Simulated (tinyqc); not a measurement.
Inside a calculation. Method: coherent transport through a tight-binding region between two chains. One step of it, computed by the program tinyqc.

Task: Transmission at E = 0.66 eV. Surface Green function g = (E - i sqrt(4 t^2 - E^2)) / (2 t^2); self-energy tc^2 g on each contact site; G = (E - H - Sigma)^(-1); Gamma = -2 Im Sigma; T = Gamma_L Gamma_R |G_LR|^2; local density of states -Im G_ii / pi.

H of the central region (eV):
```
[[0.000000, -0.810000, 0.000000, 0.000000],
 [-0.810000, 1.400000, -1.240000, 0.000000],
 [0.000000, -1.240000, 1.400000, -1.120000],
 [0.000000, 0.000000, -1.120000, 0.000000]]
```

Leads: semi-infinite chains with site energy 0:
```
parameter                           value
lead hopping t (eV)              1.890000
coupling to the left lead (eV)   0.660000
coupling to the right lead (eV)  0.900000
left contact site                       1
right contact site                      4
```

E = 0.660000 eV

Give: g; G; local density of states; transmission.

Result:

g = 0.0924-0.5210i 1/eV

G (1/eV):
```
[[0.2407-0.2988i, 0.9666+0.1612i, 0.4196+0.2914i, -0.7930+0.0141i],
 [0.9666+0.1612i, -0.6944-0.3942i, -0.2394-0.3405i, 0.6107+0.2114i],
 [0.4196+0.2914i, -0.2394-0.3405i, -0.4170-0.3936i, 0.8824+0.1170i],
 [-0.7930+0.0141i, 0.6107+0.2114i, 0.8824+0.1170i, -0.0931-0.1568i]]
```

local density of states (1/eV): [0.0951, 0.1255, 0.1253, 0.0499]

transmission = 0.2409
